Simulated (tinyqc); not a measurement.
Sheet resistance and Hall data of a diffused or implanted layer. An Irvin curve: changing the peak concentration. Computed by tinyqc, a small Python program. Command: `OMP_NUM_THREADS=1 python tinyqc.py 3018681 3018682 out.jsonl layer sweep`. One thread of a shared host (Intel(R) Xeon(R) Processor @ 2.30GHz), about 0.02 s of CPU time with the checks.

Carriers are taken equal to the net active doping down to the junction (full ionisation, which deep dopants in wide-gap hosts do not reach; no spill-over, no depletion), and the Hall factor is 1.

Inputs (values chosen for the exercise, modelled on phosphorus in silicon):

| quantity | value | unit |
|---|---|---|
| mu_min | 66.4 | cm^2/(V s) |
| mu_max | 1440 | cm^2/(V s) |
| N_ref | 9.2e+16 | 1/cm^3 |
| exponent alpha | 0.71 | - |
| length scale l | 410 | nm |
| background doping N_B (opposite type) | 3.9e+14 | 1/cm^3 |

Profile: Gaussian at the surface. Activation: complete.

Constants: e = 1.602176634e-19 C.

Method:
- N(x) = N_0 exp(-x^2/l^2), dose N_0 l sqrt(pi)/2, junction x_j = l sqrt(ln(N_0/N_B)).
- Mobility mu = mu_min + (mu_max - mu_min)/(1 + (N_t/N_ref)^alpha), N_t = active doping + N_B; carriers n = active doping - N_B, all dopants active.
- Integrals from x_0 (0 unless stated) to x_j by the midpoint rule on 400 even intervals: 1/R_s = e int n mu dx; sheet density n_s = int n dx; Hall sheet density (int n mu dx)^2/int n mu^2 dx; Hall mobility int n mu^2 dx/int n mu dx.
- Mean conductivity 1/(R_s x_j); mean mobility 1/(e n_s R_s).

One run for each value:

| peak concentration N_0 (1/cm^3) | mean conductivity 1/(R_s x_j) (S/cm) | sheet resistance R_s (ohm) | Hall mobility (cm^2/(V s)) | junction depth x_j (nm) | sheet density n_s (1/cm^2) |
|---|---|---|---|---|---|
| 7.80e+15 | 0.720 | 19569 | 1268.5 | 709.6 | 2.5167e+11 |
| 1.70e+16 | 1.379 | 9103 | 1179.7 | 796.6 | 5.8293e+11 |
| 3.80e+16 | 2.559 | 4453 | 1052.1 | 877.4 | 1.3431e+12 |
| 8.50e+16 | 4.496 | 2338 | 893.6 | 951.4 | 3.0482e+12 |
| 1.90e+17 | 7.455 | 1315 | 722.1 | 1020.0 | 6.8609e+12 |
| 4.20e+17 | 11.680 | 790 | 561.6 | 1083.4 | 1.5216e+13 |
| 9.20e+17 | 17.613 | 497 | 426.0 | 1142.6 | 3.3381e+13 |
| 2.00e+18 | 26.168 | 319 | 319.1 | 1198.3 | 7.2621e+13 |
| 4.50e+18 | 40.142 | 199 | 234.8 | 1253.9 | 1.6346e+14 |
| 1.00e+19 | 63.610 | 120 | 174.7 | 1306.3 | 3.6330e+14 |

What does the table show?

Over the rows, mean conductivity 1/(R_s x_j) (S/cm) rises from 0.720 to 63.6 (exponent d ln y / d ln x 0.83 between the first rows and 0.58 between the last); sheet resistance R_s (ohm) falls from 19600 to 120 (exponent d ln y / d ln x -0.98 between the first rows and -0.63 between the last); Hall mobility (cm^2/(V s)) falls from 1270 to 175 (exponent d ln y / d ln x -0.093 between the first rows and -0.37 between the last).

Caution (rows 7.80e15, 1.70e16): the layer is not thick against surface and junction depletion widths, which remove carriers that this model counts.

Extremes, crossings and ranges named in words are read from the listed rows.
